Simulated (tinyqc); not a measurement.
# Permittivity of the insulator from five potentials

Problem. A node lies on a semiconductor-insulator interface. Steps: hs = tb/1 down into the semiconductor, ho = tox/1 up into the insulator, hy = L/4 sideways. The flux balance of its box reads eox (hy/ho)(above - node) + eps_r (hy/hs)(below - node) + [(eps_r hs + eox ho)/(2 hy)](left + right - 2 node) - q Na (hs/2) hy/eps0 = 0. Find eox.

Parameters, values chosen for the exercise; semiconductor permittivity made up:
```
symbol  value   unit                                     meaning
eps_r    11.9         relative permittivity of the semiconductor
tb          6     nm                     half the body thickness
tox       7.2     nm                         insulator thickness
L          33     nm                              channel length
Na          0  cm^-3       acceptor density of the depleted body
```

Constants: q = 1.602176634e-19 C, eps0 = 8.8541878128e-14 F/cm where lengths are in cm. Results are converted to the units shown.

psi (V): node 0.17442026, above -0.01, below 0.23328806, left 0.51, right 0.12234963

Answer. The balance is linear in eox.

eox = 25.0

tinyqc, about 0.1 s, one thread, Intel Xeon 2.30GHz (shared host): `OMP_NUM_THREADS=1 python tinyqc.py 2480049 2480050 out.jsonl`
